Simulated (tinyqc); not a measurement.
Six-band k.p model of the valence band of a wurtzite crystal, step by step. Values are carried at full precision from step to step, so a last printed digit may differ when a step is redone from the rounded ones.

At k = 0: E1 = D1c + D2c + Te + Le (pure HH); E2, E3 = Le + u +/- sqrt(u^2 + 2 D3c^2), u = (D1c - D2c + Te)/2, D1c = Dcr, D2c = D3c = Dso/3. The weight of LH in state 2 is fL = (E2 - Le)^2/((E2 - Le)^2 + 2 D3c^2). Relative strengths of transitions to the conduction band: for E perpendicular to c (TE) 1/2, fL/2, (1 - fL)/2; for E along c (TM) 0, 1 - fL, fL, with one momentum element for both directions.

Constants: hc = 1239.841984 eV nm; hbar^2/2m0 = 3.80998211 eV angstrom^2.

Values chosen for the exercise (of the order of those of hexagonal CdS; not measured data): Dcr = 0.0283 eV (crystal-field splitting); Dso = 0.0648 eV (spin-orbit splitting); e_par = -0.0089 (exx = eyy of a c-plane layer); D1 = -0.95 eV; D2 = 0.97 eV; D3 = 1.35 eV; D4 = -2.99 eV; C13 = 53 GPa; C33 = 93 GPa; Eg = 2.565 eV (direct gap at Gamma from the top of the unstrained valence band); a1 = -2.92 eV (gap potential along c); a2 = -4.54 eV (gap potential in the plane); A1 = -4.28; A2 = -0.42; A3 = 3.71; A4 = -1.97; A5 = -2; A6 = -2.78; kt = 0.014 1/angstrom (in-plane wave vector); kz = 0 1/angstrom (wave vector along c); kmax = 0.05 1/angstrom (end of the path).

## Edges without strain

Set Le = Te = 0.

E1, E2, E3 without strain (eV): 0.0499  0.0341  -0.0274

fL = 0.5545

edges from the top (eV): 0.0000  -0.0158  -0.0773

The top is state 1 (HH), TE light alone.

## Strain terms

Strain of a c-plane layer: exx = eyy = e_par, ezz = -2 (C13/C33) e_par; Le = D1 ezz + D2 (exx + eyy), Te = D3 ezz + D4 (exx + eyy).

Form ezz, Le and Te.

ezz = 0.010144
Le (strain shift of all three valence states) = -0.02690 eV
Te (further shift of HH and LH) = 0.06692 eV

## Edges and polarisation under strain

Use Le and Te.

E1, E2, E3 under strain (eV): 0.0899  0.0577  -0.0379

fL = 0.8848

Relative strengths:
```
state     TE     TM
1      0.500  0.000
2      0.442  0.115
3      0.058  0.885
```

The top is state 1 (HH), TE light alone; the next state lies 32.2 meV lower.

## Transition energies

Conduction edge: Ec = (top of the unstrained valence band) + Eg + (a1 + D1) ezz + (a2 + D2)(exx + eyy).

Ec minus each strained valence edge (state 1 is HH, states 2 and 3 are mixtures of LH and CH); wavelength hc/E of the lowest.

Ec = 2.6392 eV

transitions to states 1, 2, 3 (eV): 2.5493  2.5815  2.6771

wavelength = 486.4 nm

Strain moves the lowest transition by -16 meV. The deformation potentials of this set are rough, and this small net shift can differ from measurement even in sign.

## The block at one k

Block form of the six-band Hamiltonian (electron energies, z along c, kt the in-plane wave vector, c0 = hbar^2/2m0): H = [[F, K, -iW], [K, G, D - iW], [iW, D + iW, L]] in the basis HH, LH, CH; the other block is its conjugate and has the same levels. F = D1c + D2c + L + T, G = D1c - D2c + L + T, D = sqrt(2) D3c, with D1c = Dcr, D2c = D3c = Dso/3; L = c0 (A1 kz^2 + A2 kt^2) + Le, T = c0 (A3 kz^2 + A4 kt^2) + Te, K = c0 A5 kt^2, W = c0 A6 kt kz. The zero of energy is the CH state without spin-orbit coupling and strain; the term linear in k is left out.

Fill in the matrix.

H(k) (eV):
```
         HH       LH       CH
HH   0.0881  -0.0015        0
LH  -0.0015   0.0449   0.0305
CH        0   0.0305  -0.0272
```

## Levels and weights

H is one of the two 3 x 3 blocks into which the six-band matrix falls, in the basis HH, LH, CH of the unmixed zone-centre states. Diagonalise it.

levels from the top (eV): 0.0882  0.0561  -0.0384

weights:
```
      top  second  third
HH  0.998   0.002  0.000
LH  0.002   0.880  0.118
CH  0.000   0.118  0.882
```

## Bands in the plane and along c

Six points from 0 to kmax each way.

Levels (eV):
```
|k| (1/angstrom)  top, in plane  second    third  top, along c  second, along c  third, along c
0.000                    0.0899  0.0577  -0.0379        0.0899           0.0577         -0.0379
0.010                    0.0890  0.0569  -0.0382        0.0897           0.0574         -0.0394
0.020                    0.0865  0.0542  -0.0389        0.0890           0.0563         -0.0438
0.030                    0.0830  0.0491  -0.0402        0.0880           0.0545         -0.0513
0.040                    0.0792  0.0410  -0.0422        0.0864           0.0521         -0.0619
0.050                    0.0756  0.0297  -0.0451        0.0845           0.0493         -0.0756
```

Along c the HH state has the mass -1/(A1 + A3) = 1.75 and the CH state -1/A1 = 0.234; in the plane, far from the edge, the masses tend to -1/(A2 + A4 - A5) = 2.56, -1/(A2 + A4 + A5) = 0.228 and -1/A2 = 2.38.

## Checks

- Closed-form edges against the diagonalisation at k = 0: they agree to 1e-10 or better.

Program tinyqc; command `OMP_NUM_THREADS=1 python tinyqc.py 1050061 1050062 out.jsonl`; about 0.01 s on one thread of a shared Intel(R) Xeon(R) Processor @ 2.30GHz.
